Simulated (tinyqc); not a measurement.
# Magnetoresistance against angle

Conductance G = G0 (1 + P1 P2 cos(phi)) at low bias, phi the angle between the magnetisations, normalised to Rp = RA/area at phi = 0.

Values chosen for this exercise: diameter Dm = 48 nm; spin polarisation of the reference layer P1 = 0.74; spin polarisation of the free layer P2 = 0.7; resistance-area product, parallel state RA = 10.2 ohm um^2.

Results:
```
phi (degree)	R (kohm)	R/Rp - 1 (%)	share of the full TMR (%)
0	5.6367	0	0
20	5.7552	2.1012	0.97757
45	6.2627	11.104	5.1664
90	8.5566	51.800	24.100
110	10.399	84.484	39.306
135	13.502	139.54	64.920
160	16.672	195.77	91.081
180	17.752	214.94	100.00
```

Estimate the missing row, phi = 70 degree.

Computed row:
```
phi (degree)	R (kohm)	R/Rp - 1 (%)	share of the full TMR (%)
70	7.2688	28.954	13.471
```

With this row back in the table: R rises from 5.64 to 17.8 kohm, TMR0 = 215 %. It is the conductance that follows cos(phi), so at 90 degrees R has covered only (1 - P1 P2)/2 = 24.1 % of its range.

Computed by the program tinyqc: `OMP_NUM_THREADS=1 python tinyqc.py 2450126 2450127 out.jsonl`, one thread of a shared Intel Xeon 2.30GHz, about 0.01 s for the whole run.
